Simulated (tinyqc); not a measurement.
Worked calculation: LDA (VWN5) atom on a uniform radial grid, spin-unpolarised, for He. Computed by tinyqc, a small Python program that keeps every step. Settings: Z = 2, points = 256, R = 8.9, functional = lda,vwn, mixing = 0.2, iteration cap = 55. Command: `OMP_NUM_THREADS=1 python tinyqc.py 26233 26234 out.jsonl` (the two numbers bound the seeds that draw the settings). One thread of a shared host (Intel(R) Xeon(R) Processor @ 2.60GHz), about 0.6 s of CPU time with the checks.

Spherical atom on a uniform radial grid r_j = j h with h = R/(N + 1), h sum u^2 = 1 and integrals as h times sums, u(0) = u(R) = 0 (atomic units):
```
parameter           value
Z                       2
points N              256
R                8.900000
h                0.034630
mixing           0.200000
electrons in 1s         2
```

Three-point differences turn -u''/2 + [l(l+1)/2r^2 - Z/r + V] u = e u into a tridiagonal matrix (diagonal 1/h^2 + potential, off-diagonal -1/2h^2). D = sum f u^2; the Hartree potential y/r solves y'' = -D/r with y(0) = 0, y(R) = N_e; v_xc comes from rho = D/(4 pi r^2); E = sum f e - int D V + int D (V_H/2 + eps_xc); V(new) = V + mixing (V_H + v_xc - V).

Stop when input and output potentials agree to 1e-7.

Course of the cycle (hartree):
```
iteration          E    e(1s)  largest |V(out) - V(in)|
1          -2.689984  -1.9976                  2.35e+00
2          -2.742632  -1.6574                  1.78e+00
3          -2.776938  -1.3985                  1.34e+00
4          -2.798645  -1.2016                  1.01e+00
5          -2.811996  -1.0519                  7.53e-01
6          -2.819995  -0.9381                  5.62e-01
7          -2.824675  -0.8515                  4.18e-01
8          -2.827358  -0.7856                  3.12e-01
9          -2.828870  -0.7353                  2.33e-01
10         -2.829711  -0.6970                  1.74e-01
11         -2.830175  -0.6677                  1.31e-01
...              ...      ...                       ...
45         -2.830734  -0.5693                  3.76e-05
46         -2.830734  -0.5693                  2.99e-05
47         -2.830734  -0.5693                  2.38e-05
48         -2.830734  -0.5693                  1.90e-05
49         -2.830734  -0.5693                  1.51e-05
50         -2.830734  -0.5693                  1.20e-05
51         -2.830734  -0.5693                  9.59e-06
52         -2.830734  -0.5693                  7.63e-06
53         -2.830734  -0.5692                  6.08e-06
54         -2.830734  -0.5692                  4.84e-06
55         -2.830734  -0.5692                  3.86e-06
```

Can the last value be used, and what does the course show?

Not by the stop rule, although the second column moves by less than 1e-07 over the last three steps; and the uniform grid itself carries an error of order h^2 at the cusp, far above the threshold. Not converged within 55 iterations: the residual falls steadily but slowly, by a factor of about 0.80 a step. Reruns (cap 100 unless said): mixing 0.3: converged in 45; mixing 0.6: converged in 18; the original settings with a cap of 400: converged in 72. Even converged, this uniform grid resolves the cusp poorly and misses the energy of the atom.
